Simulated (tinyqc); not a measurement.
# Ballistic Schottky-barrier transistor with a two-dimensional channel, WKB contacts: what changes with what

Source Fermi level 0, drain Fermi level -Vd. Far from the contacts Ec = pn - psi, and the gate moves psi one to one; the band edges relax as exp(-x/lam) from pn at the source and pn - Vd at the drain; Ev = Ec - Eg. A carrier of energy w inside the channel band meets at a contact a barrier of height D (the contact edge beyond the channel edge): T = 1 for w >= D, else exp(-S), S = 4 lam sqrt(m/C) [sqrt(D - w) - sqrt(w) arctan sqrt((D - w)/w)], C = hbar^2/(2 m0). The two contacts combine as Ts Td/(Ts + Td - Ts Td).

Parameters, values chosen for the exercise; channel values close to those of a molybdenum disulphide layer: temperature T = 300 K; band gap Eg = 1.7 eV; barrier for electrons at both contacts pn = 0.11 eV; electron mass mn = 0.47 m0; hole mass mp = 0.61 m0; valleys or subbands g = 2; screening length at the contacts lam = 1.8 nm; drain bias Vd = 0.3 V; band shift psi of the channel by the gate ps = 0.26 V.

Constants: q = 1.602176634e-19 C, kB = 1.380649e-23 J/K, hbar = 1.054571817e-34 J s, h = 6.62607015e-34 J s, m0 = 9.1093837015e-31 kg, Vt = kB T/q, hbar^2/(2 m0) = 0.0380998212 eV nm^2. Results are converted to the units shown.

Each table varies one quantity; the others keep the values above.

## Barrier height from the temperature dependence

I/W = g (2 q^2/h) int T(w) [N(Es + w) - N(Ed + w)] dw with w the energy of motion along the channel, N(y) = (1/2 pi) sqrt(pi m kB T/C) Fm(-y/kB T), Fm(x) = (1/sqrt(pi)) int_0^infinity u^(-1/2)/(1 + exp(u - x)) du. Electrons: Ds = psi, Dd = psi - Vd, Es = Ec, Ed = Ec + Vd. Holes: Ds = -psi, Dd = Vd - psi, Es = -Ev, Ed = -Ev - Vd. The size of each current is taken; both flow from drain to source and add. The integrals are converged. The apparent barrier is -d ln(I_e/T^1.5)/d(q/kB T), taken between T - 10 K and T + 10 K for the electron current.

Barrier height from the temperature dependence:

| ps (V) | electrons (uA/um) | Ec (eV) | apparent barrier (eV) |
|---|---|---|---|
| -0.25 | 5.72e-4 | 0.360 | 0.360 |
| -0.18 | 0.00857 | 0.290 | 0.290 |
| -0.11 | 0.129 | 0.220 | 0.220 |
| -0.04 | 1.93 | 0.150 | 0.150 |
| 0 | 9.01 | 0.110 | 0.109 |
| 0.1 | 55.4 | 0.010 | 0.050 |
| 0.17 | 155 | -0.060 | 0.014 |
| 0.24 | 341 | -0.130 | -0.008 |
| 0.31 | 611 | -0.200 | -0.019 |
| 0.38 | 953 | -0.270 | -0.025 |
| 0.45 | 1.35e3 | -0.340 | -0.029 |

What does the table show?

For psi < 0 the channel edge is the highest point, and the apparent barrier follows Ec one to one (0.360 eV against 0.360). At flat band it is 0.109 eV (psi = 0 V), near pn = 0.11 eV. Beyond, the top stays at pn but tunnelling lowers the apparent value to -0.0286 eV in the last row, so only the point where the line bends gives the true barrier.

## Effect of the screening length

Same model as above.

Result of one run:

| lam (nm) | current of the electrons (uA/um) | share over the barriers (%) | \|d psi/d log10\| of this current (mV/decade) |
|---|---|---|---|
| 0.5 | 2187 | 0.4120 | 259.1 |

What becomes of these results when the screening length at the contacts lam is changed from 0.5 to 3.7 nm, all else the same?

Result of the changed run:

| lam (nm) | current of the electrons (uA/um) | share over the barriers (%) | \|d psi/d log10\| of this current (mV/decade) |
|---|---|---|---|
| 3.7 | 125.0 | 7.210 | 298.7 |

The whole series:

| lam (nm) | current of the electrons (uA/um) | share over the barriers (%) | \|d psi/d log10\| of this current (mV/decade) |
|---|---|---|---|
| 0.5 | 2187 | 0.4120 | 259.1 |
| 1.6 | 494.5 | 1.822 | 259.0 |
| 2.6 | 223.8 | 4.027 | 271.7 |
| 3.7 | 125.0 | 7.210 | 298.7 |
| 4.8 | 83.28 | 10.82 | 334.6 |
| 5.9 | 61.95 | 14.55 | 376.1 |
| 6.9 | 50.45 | 17.87 | 417.0 |
| 8 | 42.23 | 21.34 | 464.1 |

The current falls from 2190 to 42.2 uA/um, while the share over the barriers rises from 0.412 to 21.3 %: the thermionic part does not depend on lam, and a thinner barrier adds tunnelling. The swing rises from 259 to 464 mV/decade.

## Ambipolar transfer curve

Same model as above.

Swing = d(psi)/d(log10 I).

Ambipolar transfer curve:

| ps (V) | electrons (uA/um) | holes (uA/um) | I (uA/um) | swing (mV/decade) |
|---|---|---|---|---|
| -1.27 | 4.188e-21 | 1.537e-8 | 1.537e-8 | -82.31 |
| -1.13 | 9.416e-19 | 3.132e-10 | 3.132e-10 | -83.43 |
| -0.99 | 2.117e-16 | 6.798e-12 | 6.799e-12 | -84.95 |
| -0.85 | 4.761e-14 | 1.589e-13 | 2.065e-13 | -200.2 |
| -0.71 | 1.070e-11 | 4.045e-15 | 1.071e-11 | 59.56 |
| -0.58 | 1.635e-9 | 1.464e-16 | 1.635e-9 | 59.53 |
| -0.44 | 3.676e-7 | 4.609e-18 | 3.676e-7 | 59.53 |
| -0.3 | 8.265e-5 | 1.679e-19 | 8.265e-5 | 59.53 |
| -0.16 | 0.01858 | 7.340e-21 | 0.01858 | 59.53 |
| -0.02 | 4.169 | 4.057e-22 | 4.169 | 59.66 |
| 0.12 | 75.85 | 3.046e-23 | 75.85 | 150.0 |
| 0.26 | 410.1 | 3.077e-24 | 410.1 | 260.4 |

Read the table: what changes, and by how much?

I goes from 1.54e-8 through a minimum of 2.06e-13 (at ps = -0.85 V among the rows listed) to 410 uA/um; the exact minimum lies at psi = -0.837 V. Holes carry the left branch and electrons the right. The ratio of the last row to the smallest is 1.99e15 and of the first row 74400, with barriers of 0.11 eV for electrons and 1.59 eV for holes. The steepest swing among the rows is 59.5 mV/decade, against the thermionic limit 59.5.

Range of the model: No scattering, image-force lowering, channel charge or band-to-band tunnelling; parabolic kappa overstates S deep in the gap.

Numbers from tinyqc (`OMP_NUM_THREADS=1 python tinyqc.py 2390147 2390148 out.jsonl`; about 0.3 s on one thread of a shared Intel Xeon 2.30GHz).
